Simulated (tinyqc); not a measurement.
## Poole-Frenkel parameters from three currents

Inverse problem. Poole-Frenkel conduction in an insulator follows J = s0 F exp[-(pt - sqrt(q F/(pi eps0 ei)))/Vt], Vt = kB T/q, F in V/cm. Find ei, pt and s0.

Constants: q = 1.602176634e-19 C, kB = 1.380649e-23 J/K, eps0 = 8.8541878128e-14 F/cm where lengths are in cm. Results are converted to the units shown.

J at (1.12 MV/cm, 400 K), (4.5 MV/cm, 400 K) and (4.5 MV/cm, 450 K) (A/cm^2): 6.6938290e-5  19.848319  61.131650

Answer. The two fields give the lowering coefficient and so ei; the two temperatures give the lowered barrier, to which the lowering is added back.

ei = 4.360
pt = 1.120 eV
s0 = 0.1100 S/cm

Computed by the program tinyqc: `OMP_NUM_THREADS=1 python tinyqc.py 2370151 2370152 out.jsonl`, one thread of a shared Intel Xeon 2.30GHz, about 0.01 s for the whole run.
